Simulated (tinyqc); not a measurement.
A ladder of methods, and size consistency: correlation methods against full CI in the sto-6g basis, for H2, spin multiplicity 1. Computed by the program tinyqc with PySCF. All electrons correlated; +Q is the Davidson correction (1 - c0^2) E_corr. The last columns treat two copies 100 angstrom apart as one system. FCI is the lowest singlet.

Geometry (angstrom):
```
atom       x       y       z
H     0.0000  0.0000  0.0000
H     0.0000  0.0000  0.6330
```

RHF energy of one = -1.118977 hartree

Correlation energies (hartree):
```
method   E_corr of one  share of FCI (%)  E_corr of two at 100 angstrom  two minus twice one (mhartree)
MP2          -0.010867           66.5318                      -0.021734                          0.0000
CISD         -0.016334          100.0000                      -0.032392                          0.2752
CISD+Q       -0.016474          100.8566                      -0.032933                          0.0138
CCSD         -0.016334          100.0000                      -0.032667                          0.0000
CCSD(T)      -0.016334          100.0000                      -0.032667                          0.0000
FCI          -0.016334          100.0000                              -                               -
```

What does the comparison show, and why?

MP2 recovers 67 %, CISD 100.0 % and CCSD 100.0 % of the FCI value (c0^2 = 0.991 in CISD). MP2 and coupled cluster are size consistent, so their last column vanishes; CISD loses 0.28 mhartree, since a double excitation on each copy is a quadruple of the pair, and the Davidson correction leaves +0.01. With two electrons, or one virtual orbital, CISD and CCSD are exact for one copy, so +Q overshoots there.
